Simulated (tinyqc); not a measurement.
Worked calculation: coupled-perturbed Hartree-Fock on RHF in the sto-3g basis, for BeH2, spin multiplicity 1. One step of it, computed by the program tinyqc.

Problem. Coupled step 2. U_ai = -(mu_ai + sum_bj [4 (ai|bj) - (ab|ij) - (aj|bi)] U_bj) / (e_a - e_i); alpha = -4 sum U_ai mu_ai.

U after step 1:
```
           i1         i2        i3
a4  -0.018878  -1.990738  0.000000
a5   0.001095   0.115514  0.000000
a6   0.000000   0.000000  0.000000
a7   0.000000   0.000000  0.000000
```

dipole integrals <a|z|i> (bohr):
```
           i1         i2        i3
a4   0.151381   0.963268  0.000000
a5  -0.008784  -0.055895  0.000000
a6   0.000000   0.000000  0.000000
a7   0.000000   0.000000  0.000000
```

orbital energies (hartree): MO1 -4.528447, MO2 -0.430302, MO3 -0.389721, MO4 0.213849, MO5 0.213849, MO6 0.388829, MO7 0.770342

Two-electron integrals over orbitals (pq|rs), unique and non-zero (hartree):
```
(11|11) 2.271750    (21|11) -0.189787   (21|21) 0.024424    (22|11) 0.466255
(22|21) -0.005969   (22|22) 0.381530    (31|31) 0.005299    (32|31) 0.011870
(32|32) 0.160716    (33|11) 0.431506    (33|21) -0.002490   (33|22) 0.393943
(33|33) 0.417280    (41|41) 0.015755    (42|41) 0.015016    (42|42) 0.047915
(43|43) 0.013127    (44|11) 0.569182    (44|21) -0.007456   (44|22) 0.358230
(44|33) 0.341861    (44|44) 0.449859    (51|51) 0.015755    (52|51) 0.015016
(52|52) 0.047915    (53|53) 0.013127    (54|54) 0.024249    (55|11) 0.569182
(55|21) -0.007456   (55|22) 0.358230    (55|33) 0.341861    (55|44) 0.401360
(55|55) 0.449859    (61|11) -0.190786   (61|21) 0.025112    (61|22) -0.006190
(61|33) -0.003287   (61|44) -0.005463   (61|55) -0.005463   (61|61) 0.025939
(62|11) 0.129549    (62|21) -0.006200   (62|22) -0.017590   (62|33) -0.042655
(62|44) 0.063001    (62|55) 0.063001    (62|61) -0.004957   (62|62) 0.081387
(63|31) -0.001004   (63|32) -0.092620   (63|63) 0.085645    (64|41) 0.016286
(64|42) 0.046861    (64|64) 0.049907    (65|51) 0.016286    (65|52) 0.046861
(65|65) 0.049907    (66|11) 0.465819    (66|21) -0.006720   (66|22) 0.382544
(66|33) 0.393649    (66|44) 0.357335    (66|55) 0.357335    (66|61) -0.006496
(66|62) -0.029542   (66|66) 0.398904    (71|31) 0.010030    (71|32) 0.018555
(71|63) -0.000404   (71|71) 0.019194    (72|31) 0.004276    (72|32) -0.040612
(72|63) 0.062112    (72|71) 0.008124    (72|72) 0.057042    (73|11) 0.147683
(73|21) -0.004309   (73|22) -0.000950   (73|33) -0.018270   (73|44) 0.067122
(73|55) 0.067122    (73|61) -0.003553   (73|62) 0.076973    (73|66) -0.021879
(73|73) 0.085696    (74|43) 0.013438    (74|74) 0.016854    (75|53) 0.013438
(75|75) 0.016854    (76|31) 0.010192    (76|32) 0.140815    (76|63) -0.092468
(76|71) 0.016368    (76|72) -0.049867   (76|76) 0.137893    (77|11) 0.555875
(77|21) -0.007967   (77|22) 0.408773    (77|33) 0.425822    (77|44) 0.381797
(77|55) 0.381797    (77|61) -0.007965   (77|62) -0.024053   (77|66) 0.418283
(77|73) -0.000542   (77|77) 0.464778
```

Give: U after step 2; polarisability.

Solution.

U after step 2:
```
        i1      i2     i3
a4  -0.012  -2.157  0.000
a5   0.001   0.125  0.000
a6   0.000   0.000  0.000
a7   0.000   0.000  0.000
```

polarisability = 8.345 bohr^3
